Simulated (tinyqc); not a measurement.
Shrinking the mesa: defect, radiative and Auger recombination at equal electron and hole densities (ABC model).

J/(e d) = Ae n + B n^2 + C n^3 with Ae = A + 4 S/w (four side walls, carriers spread evenly), e = 1.602176634e-19 C, lengths in cm; internal efficiency IQE = B n^2/(Ae n + B n^2 + C n^3); all injected carriers recombine in the layer.

Values chosen for the exercise (orders of magnitude like those quoted for GaAs; shifted at random, so the results belong to these values and not to a real crystal):
- A = 2300000 1/s (defect rate)
- B = 1.3e-10 cm^3/s (radiative coefficient)
- C = 1.1e-30 cm^6/s (Auger coefficient)
- d = 59 nm (active thickness)
- S2 = 380 cm/s (recombination velocity of the side walls in this comparison)
- J = 2200 A/cm^2 (current density)

S = S2; w takes the values listed.

Results:

| w (micrometre) | Ae (1/s) | IQE_max | J at the peak (A/cm^2) | IQE at J |
|---|---|---|---|---|
| 200 | 2.38e+06 | 0.976 | 272 | 0.962 |
| 100 | 2.45e+06 | 0.975 | 281 | 0.962 |
| 50 | 2.60e+06 | 0.975 | 298 | 0.962 |
| 20 | 3.06e+06 | 0.973 | 351 | 0.961 |
| 10 | 3.82e+06 | 0.969 | 440 | 0.960 |
| 5 | 5.34e+06 | 0.964 | 619 | 0.957 |
| 2 | 9.90e+06 | 0.952 | 1.16e+03 | 0.949 |
| 1 | 1.75e+07 | 0.937 | 2.09e+03 | 0.937 |

What can be read from this table?

The walls equal the bulk defect rate at w = 4 S/A = 6.61 micrometre. From 200 to 1 micrometre the peak efficiency falls from 0.976 to 0.937 and moves to a current 7.67 times higher; at the fixed J the efficiency goes from 0.962 to 0.937. For large w diffusion to the walls, left out here, would limit the loss.

tinyqc: `OMP_NUM_THREADS=1 python tinyqc.py 1680533 1680534 out.jsonl`; about 0.01 s, one thread, shared Intel(R) Xeon(R) Processor @ 2.30GHz.
